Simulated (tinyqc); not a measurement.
Geometry relaxation of a small cluster: one step, computed by the program tinyqc.

E = sum_i {sum_j A exp(-p (r_ij/r0 - 1)) - xi sqrt(rho_i)}, rho_i = sum_j exp(-2 q (r_ij/r0 - 1)); the force on i is -sum_j w_ij (R_i - R_j)/r_ij with w_ij = -(2p/r0) A exp(-p (r_ij/r0 - 1)) + (xi q/r0) exp(-2 q (r_ij/r0 - 1)) (rho_i^(-1/2) + rho_j^(-1/2)).

Problem. Energy and forces at the start. Evaluate E and the forces at the starting positions.

Inputs (values chosen for the exercise, for model atoms):
```
quantity     value      unit
length r0     2.38  angstrom
repulsion A   0.11        eV
hopping xi     1.4        eV
decay p       9.65         -
decay q       2.63         -
```

Potential: Gupta. Method: conjugate gradient.

starting positions (angstrom):
```
            x      y      z
atom 1  -0.03  -0.01  -0.15
atom 2   2.33  -0.11  -0.25
atom 3   1.17      2   -0.1
atom 4   1.26   0.59   1.76
```

Give: distances; energy at the start; forces.

Solution.

distances (angstrom): 1-2 2.364, 1-3 2.341, 1-4 2.382, 2-3 2.413, 2-4 2.382, 3-4 2.336

energy at the start = -8.434 eV

forces (eV/angstrom):
```
             x       y       z
atom 1   1.795   0.922   0.673
atom 2  -1.701   1.058   0.839
atom 3   0.009  -2.026   0.619
atom 4  -0.103   0.046  -2.131
```
